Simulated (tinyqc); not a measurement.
Free-carrier optics of a doped semiconductor (Drude model with one polar phonon), step by step. Values are carried at full precision from step to step, so a last printed digit may differ when a step is redone from the rounded ones.

eps(E) = ei [1 - Ep^2/(E^2 + i E Gam)] + (es - ei) wT^2/(wT^2 - E^2 - i E gT), with Ep^2 = 8 pi c (e^2/(4 pi eps0)) N/(m ei), c = hbar^2/2m0, N in 1/angstrom^3 (1e-24 per 1/cm^3); Gam = hbar/tau, tau = mu m m0/e with m0/e = 5.685630e-12 kg/C and mu in m^2/(V s). Energies in meV.

Constants: hbar^2/2m0 = 3.80998211 eV angstrom^2; e^2/(4 pi eps0) = 14.39964547 eV angstrom; hbar = 6.58211957e-16 eV s; hbar c = 1973.269805 eV angstrom.

Values chosen for the exercise (mass and dielectric values near those of GaAs; N and mu are free inputs; interband absorption and the rise of the mass with filling are left out; shifted at random, so the results belong to these values and not to a real crystal):
- N = 7.3e+17 1/cm^3 (carrier density)
- m = 0.0711 m0 (conductivity mass)
- mu = 1400 cm^2/(V s) (mobility)
- ei = 10.68 (high-frequency dielectric constant)
- wT = 33.3 meV (TO phonon)
- es = 12.5 (static dielectric constant)
- gT = 0.2 meV (phonon damping)
- E = 100.8 meV (photon energy)

## Plasma energy and damping

Evaluate Ep, tau, Gam, the plasma wavelength hc/Ep (hc = 1239.841984 eV nm) and the dc resistivity 1/(e N mu), e = 1.602176634e-19 C.

Ep = 36.41 meV
tau = 56.59 fs
Gam = 11.63 meV
plasma wavelength = 34.05 micrometre
rho = 0.00611 ohm cm

Ep/Gam = 3.13: the edge is smeared by scattering.

## Dielectric function at one energy

Insert the numbers.

free-carrier term = -1.3750+0.1586i
eps = 9.0820+0.1591i

## Optical constants

n + i k = sqrt(eps1 + i eps2) with k >= 0; R = ((n - 1)^2 + k^2)/((n + 1)^2 + k^2) at normal incidence from vacuum; alpha = 2 E k/(hbar c), times 1e8 for 1/cm; loss function Im(-1/eps) = eps2/(eps1^2 + eps2^2).

Convert eps at the photon energy E (in meV) into the optical constants.

n = 3.0138
k = 0.0264
R = 0.2517
alpha = 270 1/cm

Light of this energy penetrates 1/alpha = 37.1 micrometre.

## Coupled plasmon-phonon modes

Without damping eps = 0 gives E^4 - (wL^2 + Ep^2) E^2 + Ep^2 wT^2 = 0 with wL = wT sqrt(es/ei) (Lyddane-Sachs-Teller).

wL = 36.03 meV

L-, L+ (meV): 28.48  42.57

L+ lies 6.16 meV above the larger of wL and Ep; L- lies below wT by 4.82 meV.

## Checks

- Integral of E eps2 of the free-carrier term against (pi/2) ei Ep^2 (meV^2): both 22238.

Computed by tinyqc, a small Python program: `OMP_NUM_THREADS=1 python tinyqc.py 1651073 1651074 out.jsonl` (the numbers bound the seed that draws the inputs); one thread of a shared host (Intel(R) Xeon(R) Processor @ 2.30GHz), about 0.01 s for the whole set of steps.
